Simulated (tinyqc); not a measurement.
Single-domain magnet: Stoner-Wohlfarth switching, Neel-Arrhenius retention, LLG dynamics and spin torque: one step, computed by the program tinyqc. Command: `OMP_NUM_THREADS=1 python tinyqc.py 3014664 3014665 out.jsonl macro walk`. One thread of a shared host (Intel(R) Xeon(R) Processor @ 2.30GHz), about 0.01 s of CPU time with the checks.

The moment is uniform, with unit vector m; z is the easy axis. mu_0 = 1.25663706212e-6 T m/A, gamma = 1.76085963023e11 rad/(s T).

Problem. One LLG step. In the time s = gamma mu_0 H_K t: (1 + alpha^2) dm/ds = -m x b - alpha m x (m x b) + a [m x (m x z) - alpha m x z], b = m_z z, a = alpha I/I_c0; Heun steps (Euler predictor, mean of the two slopes) without renormalising; start m = (sin theta_0, 0, cos theta_0), theta_0 = 1/sqrt(2 Delta).

Inputs (values chosen for the exercise, for a model magnet): temperature T = 300 K; damping alpha = 0.068; drive I/I_c0 = 2.1; time step times gamma mu_0 H_K = 0.15.

Shape: prolate spheroid, easy axis along it.

stability factor Delta = 100.0270

Give: m at the start; first slope; predictor; second slope; m after the step.

Solution.

m at the start: [0.0706, 0.0000, 0.9975]

first slope: [0.00526, 0.07082, -0.00037]

predictor: [0.0714, 0.0106, 0.9974]

second slope: [-0.00533, 0.07240, -0.00039]

m after the step: [0.0706, 0.0107, 0.9974]
